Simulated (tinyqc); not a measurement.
Worked calculation: empirical pseudopotential in a few plane waves. One step of it, computed by the program tinyqc.

Task: Levels at k. Diagonalise the Hermitian matrix.

H(k) at k (eV):
```
                     +0+0+0               -1-1-1               -1-1+1               -1+1-1
+0+0+0             0.454616   2.203135+0.798516i  -2.203135+0.798516i  -2.203135+0.798516i
-1-1-1   2.203135-0.798516i             9.764446   0.000000-0.517016i   0.000000-0.517016i
-1-1+1  -2.203135-0.798516i   0.000000+0.517016i             9.938462             0.163268
-1+1-1  -2.203135-0.798516i   0.000000+0.517016i             0.163268            11.852633
-1+1+1  -2.203135+0.798516i            -0.163268   0.000000+0.517016i   0.000000+0.517016i
+1-1-1  -2.203135-0.798516i   0.000000+0.517016i             0.163268             0.163268
+1-1+1  -2.203135+0.798516i            -0.163268   0.000000+0.517016i             0.000000
+1+1-1  -2.203135+0.798516i            -0.163268             0.000000   0.000000+0.517016i
+1+1+1   2.203135+0.798516i             0.000000            -0.163268            -0.163268
-2+0+0   0.000000-0.517016i  -2.203135+0.798516i  -2.203135-0.798516i  -2.203135-0.798516i
+0-2+0   0.000000-0.517016i  -2.203135+0.798516i  -2.203135-0.798516i   0.538758-0.086586i
+0+0-2   0.000000-0.517016i  -2.203135+0.798516i   0.538758-0.086586i  -2.203135-0.798516i
+0+0+2   0.000000+0.517016i  -0.538758-0.086586i   2.203135+0.798516i  -0.538758+0.086586i
+0+2+0   0.000000+0.517016i  -0.538758-0.086586i  -0.538758+0.086586i   2.203135+0.798516i
+2+0+0   0.000000+0.517016i  -0.538758-0.086586i  -0.538758+0.086586i  -0.538758+0.086586i

                     -1+1+1               +1-1-1               +1-1+1               +1+1-1
+0+0+0  -2.203135-0.798516i  -2.203135+0.798516i  -2.203135-0.798516i  -2.203135-0.798516i
-1-1-1            -0.163268   0.000000-0.517016i            -0.163268            -0.163268
-1-1+1   0.000000-0.517016i             0.163268   0.000000-0.517016i             0.000000
-1+1-1   0.000000-0.517016i             0.163268             0.000000   0.000000-0.517016i
-1+1+1            12.026648             0.000000             0.163268             0.163268
+1-1-1             0.000000            14.984912   0.000000-0.517016i   0.000000-0.517016i
+1-1+1             0.163268   0.000000+0.517016i            15.158928             0.163268
+1+1-1             0.163268   0.000000+0.517016i             0.163268            17.073098
+1+1+1   0.000000+0.517016i            -0.163268   0.000000+0.517016i   0.000000+0.517016i
-2+0+0   2.203135-0.798516i   0.538758-0.086586i  -0.538758-0.086586i  -0.538758-0.086586i
+0-2+0  -0.538758-0.086586i  -2.203135-0.798516i   2.203135-0.798516i  -0.538758-0.086586i
+0+0-2  -0.538758-0.086586i  -2.203135-0.798516i  -0.538758-0.086586i   2.203135-0.798516i
+0+0+2  -2.203135+0.798516i  -0.538758+0.086586i  -2.203135+0.798516i   0.538758+0.086586i
+0+2+0  -2.203135+0.798516i  -0.538758+0.086586i   0.538758+0.086586i  -2.203135+0.798516i
+2+0+0   0.538758+0.086586i   2.203135+0.798516i  -2.203135+0.798516i  -2.203135+0.798516i

                     +1+1+1               -2+0+0               +0-2+0               +0+0-2
+0+0+0   2.203135-0.798516i   0.000000+0.517016i   0.000000+0.517016i   0.000000+0.517016i
-1-1-1             0.000000  -2.203135-0.798516i  -2.203135-0.798516i  -2.203135-0.798516i
-1-1+1            -0.163268  -2.203135+0.798516i  -2.203135+0.798516i   0.538758+0.086586i
-1+1-1            -0.163268  -2.203135+0.798516i   0.538758+0.086586i  -2.203135+0.798516i
-1+1+1   0.000000-0.517016i   2.203135+0.798516i  -0.538758+0.086586i  -0.538758+0.086586i
+1-1-1            -0.163268   0.538758+0.086586i  -2.203135+0.798516i  -2.203135+0.798516i
+1-1+1   0.000000-0.517016i  -0.538758+0.086586i   2.203135+0.798516i  -0.538758+0.086586i
+1+1-1   0.000000-0.517016i  -0.538758+0.086586i  -0.538758+0.086586i   2.203135+0.798516i
+1+1+1            17.247114  -0.538758-0.086586i  -0.538758-0.086586i  -0.538758-0.086586i
-2+0+0  -0.538758+0.086586i            12.635702             0.163268             0.163268
+0-2+0  -0.538758+0.086586i             0.163268            15.767982             0.163268
+0+0-2  -0.538758+0.086586i             0.163268             0.163268            17.682153
+0+0+2  -2.203135-0.798516i            -0.163268            -0.163268             0.000000
+0+2+0  -2.203135-0.798516i            -0.163268             0.000000            -0.163268
+2+0+0  -2.203135-0.798516i             0.000000            -0.163268            -0.163268

                     +0+0+2               +0+2+0               +2+0+0
+0+0+0   0.000000-0.517016i   0.000000-0.517016i   0.000000-0.517016i
-1-1-1  -0.538758+0.086586i  -0.538758+0.086586i  -0.538758+0.086586i
-1-1+1   2.203135-0.798516i  -0.538758-0.086586i  -0.538758-0.086586i
-1+1-1  -0.538758-0.086586i   2.203135-0.798516i  -0.538758-0.086586i
-1+1+1  -2.203135-0.798516i  -2.203135-0.798516i   0.538758-0.086586i
+1-1-1  -0.538758-0.086586i  -0.538758-0.086586i   2.203135-0.798516i
+1-1+1  -2.203135-0.798516i   0.538758-0.086586i  -2.203135-0.798516i
+1+1-1   0.538758-0.086586i  -2.203135-0.798516i  -2.203135-0.798516i
+1+1+1  -2.203135+0.798516i  -2.203135+0.798516i  -2.203135+0.798516i
-2+0+0            -0.163268            -0.163268             0.000000
+0-2+0            -0.163268             0.000000            -0.163268
+0+0-2             0.000000            -0.163268            -0.163268
+0+0+2            18.030184             0.163268             0.163268
+0+2+0             0.163268            19.944355             0.163268
+2+0+0             0.163268             0.163268            23.076634
```

Give: eigenvalues.

Result:

eigenvalues (eV): -3.0732  6.6083  8.1696  8.4471  11.9513  12.4107  14.0959  14.3359  15.8814  17.3575  18.1561  20.4716  21.9701  22.8299  26.0256
